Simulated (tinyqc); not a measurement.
p-n diode with diffusion and depletion-layer recombination: two steps of the calculation.

Abrupt junction in the depletion approximation, low injection, full ionisation, neutral widths fixed, ohmic contact on the p side. Vj is the junction voltage; where a series resistance Rs is given, V = Vj + J Rs is the terminal voltage.

Inputs (values chosen for the exercise); band and dielectric values close to those of 4H silicon carbide:
- T = 300 K (temperature)
- Eg = 3.26 eV (band gap)
- eps_r = 9.54 (relative permittivity)
- Nc = 1.69e19 cm^-3 (conduction-band density of states at T)
- Nv = 2.45e19 cm^-3 (valence-band density of states at T)
- Na = 1.8e16 cm^-3 (acceptor density)
- Nd = 2.1e17 cm^-3 (donor density)
- tn = 9e-8 s (electron lifetime)
- tp = 2e-7 s (hole lifetime)
- Rs = 0.00025 ohm cm^2 (series resistance)
- Et = 0 eV (trap level above the intrinsic level)
- Vj = 1.71 V (junction voltage at which recombination is evaluated)
- V = 2.98 V (terminal voltage)

Constants: q = 1.602176634e-19 C, kB = 1.380649e-23 J/K, Vt = kB T/q, eps0 = 8.8541878128e-14 F/cm where lengths are in cm. Results are converted to the units shown.

Problem 1. Recombination in the depleted layer. ni = sqrt(Nc Nv) exp(-Eg/(2 Vt)), Eg in volts. Vbi = Vt ln(Na Nd/ni^2), W = sqrt(2 eps0 eps_r (Vbi - Vj)(1/Na + 1/Nd)/q), xp = W Nd/(Na + Nd), xn = W Na/(Na + Nd); u(x) = q Na (x + xp)^2/(2 eps0 eps_r) for x < 0 and Vbi - Vj - q Nd (xn - x)^2/(2 eps0 eps_r) for x > 0; p = Na exp(-u/Vt), n = Nd exp((u - Vbi + Vj)/Vt); U = ni^2 (exp(Vj/Vt) - 1)/(tp (n + ni exp(Et/Vt)) + tn (p + ni exp(-Et/Vt))); J_scr = q times the integral of U from -xp to xn. Trapezoid rule on 14 equal steps.

Give: W; x; u; n; p; U; J_scr.

Solution 1.

W = 282.0 nm

| point | x (nm) | u (V) | n (cm^-3) | p (cm^-3) | U (cm^-3 s^-1) |
|---|---|---|---|---|---|
| 0 | -259.7 | 0.000 | 2.103e-4 | 1.800e16 | 2337 |
| 1 | -239.6 | 0.007 | 2.749e-4 | 1.377e16 | 3055 |
| 2 | -219.4 | 0.028 | 6.141e-4 | 6.166e15 | 6823 |
| 3 | -199.3 | 0.062 | 0.002343 | 1.616e15 | 2.604e4 |
| 4 | -179.1 | 0.111 | 0.01528 | 2.478e14 | 1.698e5 |
| 5 | -159.0 | 0.173 | 0.1702 | 2.224e13 | 1.891e6 |
| 6 | -138.9 | 0.249 | 3.240 | 1.169e12 | 3.600e7 |
| 7 | -118.7 | 0.339 | 105.4 | 3.593e10 | 1.171e9 |
| 8 | -98.6 | 0.443 | 5856 | 6.466e8 | 6.506e10 |
| 9 | -78.4 | 0.561 | 5.560e5 | 6.810e6 | 5.229e12 |
| 10 | -58.3 | 0.692 | 9.020e7 | 4.198e4 | 2.098e11 |
| 11 | -38.2 | 0.838 | 2.500e10 | 151.4 | 7.572e8 |
| 12 | -18.0 | 0.997 | 1.184e13 | 0.3198 | 1.599e6 |
| 13 | 2.1 | 1.169 | 9.228e15 | 4.103e-4 | 2051 |
| 14 | 22.3 | 1.250 | 2.100e17 | 1.803e-5 | 90.15 |

J_scr = 1.777e-12 A/cm^2

Problem 2. New Vj. Diffusion current alone: J = J0 (exp(Vj/Vt) - 1), g = Vj + J Rs - V, g' = 1 + Rs J0 exp(Vj/Vt)/Vt, Vj(new) = Vj - g/g'.

Vj after iteration 1 = 2.98 V
J0 = J0n + J0p = 1.7340988e-47 A/cm^2

Find: J; g; g'; Vj after iteration 2.

Solution 2.

J = 1999 A/cm^2
g = 0.4998 V
g' = 20.33
Vj after iteration 2 = 2.955 V

Program tinyqc, `OMP_NUM_THREADS=1 python tinyqc.py 2260129 2260130 out.jsonl`; Intel Xeon 2.30GHz, shared host, one thread, about 0.01 s.
